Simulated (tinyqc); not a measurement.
G0W0 on RHF in the sto-3g basis, for H6, spin multiplicity 1, step by step. One step of it, computed by the program tinyqc.

Question. Integrals over molecular orbitals. (pq|rs) = sum C_ip C_jq C_kr C_ls (ij|kl), one index at a time.

coefficients C:
```
,MO1,MO2,MO3,MO4,MO5,MO6
1H 1s,0.212865,0.380447,-0.360525,-0.605753,-0.783843,0.530477
2H 1s,0.266653,0.399547,-0.289800,0.449153,0.838773,-0.729839
3H 1s,0.374701,0.060549,0.420647,0.666190,-0.181159,0.993318
4H 1s,0.374701,-0.060549,0.420647,-0.666190,-0.181159,-0.993318
5H 1s,0.266653,-0.399547,-0.289800,-0.449153,0.838773,0.729839
6H 1s,0.212865,-0.380447,-0.360525,0.605753,-0.783843,-0.530477
```

core Hamiltonian H = T + V (hartree), lower triangle:
```
,1H 1s,2H 1s,3H 1s,4H 1s,5H 1s,6H 1s
1H 1s,-1.690365
2H 1s,-1.288279,-1.941450
3H 1s,-0.194763,-0.692818,-2.086553
4H 1s,-0.041507,-0.202042,-1.440993,-2.086553
5H 1s,-0.001576,-0.012548,-0.202042,-0.692818,-1.941450
6H 1s,-0.000145,-0.001576,-0.041507,-0.194763,-1.288279,-1.690365
```

Two-electron integrals (ij|kl) in chemists' order, unique and non-zero (hartree):
```
i,j,k,l,(ij|kl)
1,1,1,1,0.774606
2,1,1,1,0.390857
2,1,2,1,0.237808
2,2,1,1,0.534171
2,2,2,1,0.390857
2,2,2,2,0.774606
3,1,1,1,0.035634
3,1,2,1,0.024273
3,1,2,2,0.045821
3,1,3,1,0.003249
3,2,1,1,0.103361
3,2,2,1,0.078028
3,2,2,2,0.165125
3,2,3,1,0.012401
3,2,3,2,0.051848
3,3,1,1,0.236966
3,3,2,1,0.174570
3,3,2,2,0.369167
3,3,3,1,0.035634
3,3,3,2,0.165125
3,3,3,3,0.774606
4,1,1,1,0.005569
4,1,2,1,0.003965
4,1,2,2,0.007844
4,1,3,1,0.000594
4,1,3,2,0.002395
4,1,3,3,0.007844
4,1,4,1,0.000115
4,2,1,1,0.022794
4,2,2,1,0.016974
4,2,2,2,0.035634
4,2,3,1,0.002888
4,2,3,2,0.012401
4,2,3,3,0.045821
4,2,4,1,0.000594
4,2,4,2,0.003249
4,3,1,1,0.119827
4,3,2,1,0.085533
4,3,2,2,0.174570
4,3,3,1,0.016974
4,3,3,2,0.078028
4,3,3,3,0.390857
4,3,4,1,0.003965
4,3,4,2,0.024273
4,3,4,3,0.237808
4,4,1,1,0.172532
4,4,2,1,0.119827
4,4,2,2,0.236966
4,4,3,1,0.022794
4,4,3,2,0.103361
4,4,3,3,0.534171
4,4,4,1,0.005569
4,4,4,2,0.035634
4,4,4,3,0.390857
4,4,4,4,0.774606
5,1,1,1,0.000125
5,1,2,1,0.000091
5,1,2,2,0.000187
5,1,3,1,0.000016
5,1,3,2,0.000071
5,1,3,3,0.000284
5,1,4,1,3.48e-06
5,1,4,2,0.000020
5,1,4,3,0.000157
5,1,4,4,0.000238
5,1,5,1,1.23e-07
5,2,1,1,0.000923
5,2,2,1,0.000662
5,2,2,2,0.001350
5,2,3,1,0.000122
5,2,3,2,0.000540
5,2,3,3,0.002335
5,2,4,1,0.000027
5,2,4,2,0.000159
5,2,4,3,0.001402
5,2,4,4,0.002335
5,2,5,1,1.03e-06
5,2,5,2,0.000009
5,3,1,1,0.013009
5,3,2,1,0.008966
5,3,2,2,0.017581
5,3,3,1,0.001658
5,3,3,2,0.007379
5,3,3,3,0.035634
5,3,4,1,0.000389
5,3,4,2,0.002397
5,3,4,3,0.024273
5,3,4,4,0.045821
5,3,5,1,0.000016
5,3,5,2,0.000159
5,3,5,3,0.003249
5,4,1,1,0.042265
5,4,2,1,0.028531
5,4,2,2,0.054587
5,4,3,1,0.005029
5,4,3,2,0.021877
5,4,3,3,0.103361
5,4,4,1,0.001186
5,4,4,2,0.007379
5,4,4,3,0.078028
5,4,4,4,0.165125
5,4,5,1,0.000052
5,4,5,2,0.000540
5,4,5,3,0.012401
5,4,5,4,0.051848
5,5,1,1,0.118650
5,5,2,1,0.078334
5,5,2,2,0.146060
5,5,3,1,0.013009
5,5,3,2,0.054587
5,5,3,3,0.236966
5,5,4,1,0.002944
5,5,4,2,0.017581
5,5,4,3,0.174570
5,5,4,4,0.369167
5,5,5,1,0.000125
5,5,5,2,0.001350
5,5,5,3,0.035634
5,5,5,4,0.165125
5,5,5,5,0.774606
6,1,1,1,0.000009
6,1,2,1,0.000006
6,1,2,2,0.000012
6,1,3,1,1.13e-06
6,1,3,2,0.000005
6,1,3,3,0.000022
6,1,4,1,2.54e-07
6,1,4,2,1.50e-06
6,1,4,3,0.000013
6,1,4,4,0.000022
6,1,5,1,9.77e-09
6,1,5,2,8.68e-08
6,1,5,3,1.50e-06
6,1,5,4,0.000005
6,1,5,5,0.000012
6,2,1,1,0.000091
6,2,2,1,0.000063
6,2,2,2,0.000125
6,2,3,1,0.000012
6,2,3,2,0.000052
6,2,3,3,0.000238
6,2,4,1,2.69e-06
6,2,4,2,0.000016
6,2,4,3,0.000157
6,2,4,4,0.000284
6,2,5,1,1.09e-07
6,2,5,2,1.03e-06
6,2,5,3,0.000020
6,2,5,4,0.000071
6,2,5,5,0.000187
6,2,6,1,9.77e-09
6,2,6,2,1.23e-07
6,3,1,1,0.002264
6,3,2,1,0.001533
6,3,2,2,0.002944
6,3,3,1,0.000272
6,3,3,2,0.001186
6,3,3,3,0.005569
6,3,4,1,0.000064
6,3,4,2,0.000389
6,3,4,3,0.003965
6,3,4,4,0.007844
6,3,5,1,2.69e-06
6,3,5,2,0.000027
6,3,5,3,0.000594
6,3,5,4,0.002395
6,3,5,5,0.007844
6,3,6,1,2.54e-07
6,3,6,2,3.48e-06
6,3,6,3,0.000115
6,4,1,1,0.010336
6,4,2,1,0.006894
6,4,2,2,0.013009
6,4,3,1,0.001178
6,4,3,2,0.005029
6,4,3,3,0.022794
6,4,4,1,0.000272
6,4,4,2,0.001658
6,4,4,3,0.016974
6,4,4,4,0.035634
6,4,5,1,0.000012
6,4,5,2,0.000122
6,4,5,3,0.002888
6,4,5,4,0.012401
6,4,5,5,0.045821
6,4,6,1,1.13e-06
6,4,6,2,0.000016
6,4,6,3,0.000594
6,4,6,4,0.003249
6,5,1,1,0.064851
6,5,2,1,0.042435
6,5,2,2,0.078334
6,5,3,1,0.006894
6,5,3,2,0.028531
6,5,3,3,0.119827
6,5,4,1,0.001533
6,5,4,2,0.008966
6,5,4,3,0.085533
6,5,4,4,0.174570
6,5,5,1,0.000063
6,5,5,2,0.000662
6,5,5,3,0.016974
6,5,5,4,0.078028
6,5,5,5,0.390857
6,5,6,1,0.000006
6,5,6,2,0.000091
6,5,6,3,0.003965
6,5,6,4,0.024273
6,5,6,5,0.237808
6,6,1,1,0.099901
6,6,2,1,0.064851
6,6,2,2,0.118650
6,6,3,1,0.010336
6,6,3,2,0.042265
6,6,3,3,0.172532
6,6,4,1,0.002264
6,6,4,2,0.013009
6,6,4,3,0.119827
6,6,4,4,0.236966
6,6,5,1,0.000091
6,6,5,2,0.000923
6,6,5,3,0.022794
6,6,5,4,0.103361
6,6,5,5,0.534171
6,6,6,1,0.000009
6,6,6,2,0.000125
6,6,6,3,0.005569
6,6,6,4,0.035634
6,6,6,5,0.390857
6,6,6,6,0.774606
```

Give: one-electron integrals over orbitals h = C^T H C; Two-electron integrals over orbitals.

Answer.

one-electron integrals over orbitals h = C^T H C (hartree), lower triangle:
```
,1,2,3,4,5,6
1,-2.147
2,0.000,-1.954
3,-0.128,0.000,-1.975
4,0.000,-0.137,0.000,-1.531
5,-0.071,0.000,0.126,0.000,-1.256
6,0.000,0.062,0.000,-0.139,0.000,-1.187
```

Two-electron integrals over orbitals (pq|rs), unique and non-zero (hartree):
```
p,q,r,s,(pq|rs)
1,1,1,1,0.397
2,1,2,1,0.129
2,2,1,1,0.313
2,2,2,2,0.385
3,1,1,1,0.080
3,1,2,2,-0.066
3,1,3,1,0.138
3,2,2,1,-0.129
3,2,3,2,0.145
3,3,1,1,0.379
3,3,2,2,0.331
3,3,3,1,0.050
3,3,3,3,0.379
4,1,2,1,0.030
4,1,3,2,1.36e-03
4,1,4,1,0.080
4,2,1,1,0.046
4,2,2,2,-0.006
4,2,3,1,0.044
4,2,3,3,0.015
4,2,4,2,0.064
4,3,2,1,0.052
4,3,3,2,-0.050
4,3,4,1,0.017
4,3,4,3,0.069
4,4,1,1,0.375
4,4,2,2,0.328
4,4,3,1,0.045
4,4,3,3,0.367
4,4,4,2,0.022
4,4,4,4,0.379
5,1,1,1,0.009
5,1,2,2,0.022
5,1,3,1,-0.018
5,1,3,3,-0.007
5,1,4,2,0.041
5,1,4,4,7.00e-04
5,1,5,1,0.047
5,2,2,1,0.016
5,2,3,2,0.006
5,2,4,1,0.055
5,2,4,3,-0.040
5,2,5,2,0.090
5,3,1,1,-0.055
5,3,2,2,-9.05e-05
5,3,3,1,-0.047
5,3,3,3,-0.028
5,3,4,2,-0.062
5,3,4,4,-0.024
5,3,5,1,-0.038
5,3,5,3,0.066
5,4,2,1,0.128
5,4,3,2,-0.139
5,4,4,1,0.005
5,4,4,3,0.052
5,4,5,2,-4.54e-03
5,4,5,4,0.148
5,5,1,1,0.324
5,5,2,2,0.386
5,5,3,1,-0.057
5,5,3,3,0.339
5,5,4,2,-2.48e-03
5,5,4,4,0.347
5,5,5,1,0.023
5,5,5,3,-1.62e-03
5,5,5,5,0.408
6,1,2,1,2.20e-03
6,1,3,2,0.010
6,1,4,1,0.029
6,1,4,3,0.054
6,1,5,2,-0.033
6,1,5,4,-0.007
6,1,6,1,0.066
6,2,1,1,-0.016
6,2,2,2,-0.028
6,2,3,1,0.016
6,2,3,3,-3.84e-03
6,2,4,2,-0.039
6,2,4,4,-1.85e-03
6,2,5,1,-0.044
6,2,5,3,0.041
6,2,5,5,-0.027
6,2,6,2,0.046
6,3,2,1,0.035
6,3,3,2,-0.007
6,3,4,1,0.078
6,3,4,3,0.019
6,3,5,2,0.055
6,3,5,4,0.006
6,3,6,1,0.029
6,3,6,3,0.083
6,4,1,1,0.081
6,4,2,2,-0.059
6,4,3,1,0.131
6,4,3,3,0.051
6,4,4,2,0.045
6,4,4,4,0.050
6,4,5,1,-0.015
6,4,5,3,-0.048
6,4,5,5,-0.060
6,4,6,2,0.014
6,4,6,4,0.141
6,5,2,1,-0.131
6,5,3,2,0.132
6,5,4,1,-0.032
6,5,4,3,-0.055
6,5,5,2,-0.016
6,5,5,4,-0.138
6,5,6,1,-3.64e-03
6,5,6,3,-0.039
6,5,6,5,0.145
6,6,1,1,0.421
6,6,2,2,0.331
6,6,3,1,0.086
6,6,3,3,0.403
6,6,4,2,0.052
6,6,4,4,0.408
6,6,5,1,0.011
6,6,5,3,-0.061
6,6,5,5,0.352
6,6,6,2,-0.018
6,6,6,4,0.094
6,6,6,6,0.469
```
